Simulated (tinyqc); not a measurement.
Worked calculation: ionisation potential and affinity of a slab from the planar-averaged potential. Values are carried at full precision from step to step, so a last printed digit may differ when a step is redone from the rounded ones.

A model of the planar-averaged electrostatic energy of an electron in a periodic cell of N1 periods of A (L1 = N1 n1 h) and N2 periods of vacuum (L2 = N2 n2 h), on z_j = j h: V(z) = f VA + (1 - f) VB + F t(z), VA = V1[0] + V1[1] cos(2 pi z/(n1 h)) + V1[2] cos(4 pi z/(n1 h)), VB the same with V2, n2 and z - L1. f = [tanh(z/w) - tanh((z - L1)/w) + tanh((z - L1 - L2)/w)]/2 + 1/2; t(z) = z - L1/2 in A and (L1/L2)(L1 + L2/2 - z) beyond, so that the cell is periodic.

Constants: e^2/(4 pi eps0) = 14.39964547 eV angstrom.

Parameters, chosen for this exercise (gap near that of Si; shifted at random, so the results belong to these values and not to a real crystal):
- h = 0.35 angstrom (grid step)
- n1 = 6 (grid points per period of A)
- n2 = 7 (grid points per period of the vacuum filter)
- N1 = 5 (periods of A)
- N2 = 5 (periods of vacuum)
- V1 = (-11.84, 1.39, -0.42) eV (mean and two harmonics of the potential in A)
- V2 = (0, 0, 0) eV (the same in vacuum)
- w = 0.43 angstrom (width of the interfaces)
- F = 0 eV/angstrom (slope in A from opposite charges on the two interfaces)
- Ev1 = 7.14 eV (valence top of bulk A above its mean potential)
- Eg1 = (0.59, 1.19) eV (gap of A: semi-local value, corrected value)
- fv1 = 0.48 (share of the correction that lowers the valence top of A)
- eps = 1.9 (dielectric constant at the interface)

## The planar average

Evaluate V on the grid, j = 0, 1, ...

V(z_j) (eV): -5.435  -9.140  -11.868  -13.547  -12.307  -10.932  -10.869  -10.935  -12.325  -13.650  -12.325  -10.935  -10.870  -10.935  -12.325  -13.650  -12.325  -10.935  -10.870  -10.935  -12.325  -13.650  -12.325  -10.935  -10.869  -10.932  -12.307  -13.547  -11.868  -9.140  -5.435  -1.795  -0.457  -0.103  -0.018  -0.003  -0.001  0.000  0.000  0.000  0.000  0.000  0.000  0.000  0.000  0.000  0.000  0.000  0.000  0.000  0.000  0.000  0.000  0.000  0.000  0.000  0.000  0.000  0.000  -0.001  -0.003  -0.016  -0.093  -0.507  -2.023

## Running means

Running mean over n points, periodic: for odd n the plain mean of the n points centred on j; for even n the n + 1 points with half weight at both ends. The macroscopic average applies the mean over n1 points and then over n2 points.

Apply the first mean, then the second.

after the mean over n1 points (eV): -5.965  -8.070  -9.796  -10.991  -11.593  -11.781  -11.828  -11.838  -11.840  -11.840  -11.840  -11.840  -11.840  -11.840  -11.840  -11.840  -11.840  -11.840  -11.840  -11.840  -11.840  -11.840  -11.840  -11.838  -11.828  -11.781  -11.593  -10.991  -9.777  -8.028  -5.920  -3.812  -2.063  -0.849  -0.247  -0.059  -0.012  -0.002  0.000  0.000  0.000  0.000  0.000  0.000  0.000  0.000  0.000  0.000  0.000  0.000  0.000  0.000  0.000  0.000  0.000  0.000  0.000  0.000  -0.002  -0.011  -0.061  -0.272  -0.893  -2.107  -3.857

macroscopic average (eV): -5.954  -7.483  -8.865  -10.003  -10.842  -11.381  -11.673  -11.794  -11.829  -11.838  -11.840  -11.840  -11.840  -11.840  -11.840  -11.840  -11.840  -11.840  -11.840  -11.840  -11.840  -11.838  -11.829  -11.794  -11.673  -11.378  -10.834  -9.988  -8.843  -7.455  -5.920  -4.385  -2.997  -1.852  -1.006  -0.462  -0.167  -0.046  -0.011  -0.002  0.000  0.000  0.000  0.000  0.000  0.000  0.000  0.000  0.000  0.000  0.000  0.000  0.000  0.000  0.000  0.000  -0.002  -0.011  -0.049  -0.177  -0.478  -1.029  -1.881  -3.032  -4.423

Around the middle of vacuum the first mean varies by 0 meV over five points and the second by 0 meV.

## The potential line-up

Read the macroscopic average in the middle of each region, j = 15 and j = 47, and its slope in A by a central difference over two points each way.

plateau in A = -11.840 eV
plateau in vacuum = 0.000 eV
dV = vacuum - A = 11.840 eV
slope in A = 0.000 eV/angstrom

The plateaus are flat, so the line-up is well defined.

## Ionisation potential and affinity

IP = dV - Ev1, EA = IP - gap. The correction opens the gap by c = Eg1[1] - Eg1[0], lowers the valence top by fv1 c and raises the conduction edge by (1 - fv1) c; dV is kept.

IP, EA with the semi-local gap (eV): 4.700  4.110

c = 0.60 eV

IP, EA corrected (eV): 4.988  3.798

The correction raises IP by 0.29 eV and lowers EA by 0.31 eV.

## The dipole behind the step

A step dV of the mean electron energy from A to vacuum across an interface equals 4 pi (e^2/4 pi eps0) times a dipole per area p (in e angstrom per angstrom^2). For a change of 0.1 eV in dV, give the charge per area moved over 2 angstrom in a medium of dielectric constant eps: sigma = 0.1 eps/(4 pi (e^2/4 pi eps0) 2). 1 angstrom^-2 = 1e16 cm^-2.

|p| = 0.06543 e/angstrom
sigma = 5.25e+12 e/cm^2

With about 7e14 atoms per cm^2 in a plane (as on a silicon (100) face), 0.8 % of an electron per atom shifts the line-up by 0.1 eV.

## Checks

- Line-up in a cell of 14 + 14 periods without slope against V2[0] - V1[0] (eV): both 11.8400.

Computed by tinyqc, a small Python program: `OMP_NUM_THREADS=1 python tinyqc.py 1881056 1881057 out.jsonl` (the numbers bound the seed that draws the inputs); one thread of a shared host (Intel(R) Xeon(R) Processor @ 2.30GHz), about 0.01 s for the whole set of steps.
